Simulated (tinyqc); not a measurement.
Mobility, diffusion coefficient and lifetime from two collectors.

Problem. For an injected sheet in a field F the peak time tp at distance L obeys u^2 tp^2 + 2 D tp = L^2 with u^2 = v^2 + 4 D/tau, and the pulse area goes as exp(L (v - u)/(2 D)); v = mu F. Find u, D, mu and tau without using the Einstein relation.

Values chosen for this exercise: sweep field along the drift F = 15 V/cm.

distances (um): [80, 180]
peak times (us): [0.732498617, 1.77438344]
ratio of the areas, far over near = 0.301271777

Answer. The two peak times give two linear equations for u^2 and D; the area ratio gives v - u, and u^2 - v^2 = 4 D/tau gives tau.

u = 9.56e3 cm/s
D = 10.2 cm^2/s
mu = 474 cm^2/(V s)
tau = 1.00e-6 s

Program tinyqc, `OMP_NUM_THREADS=1 python tinyqc.py 2310006 2310007 out.jsonl`; Intel Xeon 2.30GHz, shared host, one thread, about 0.01 s.
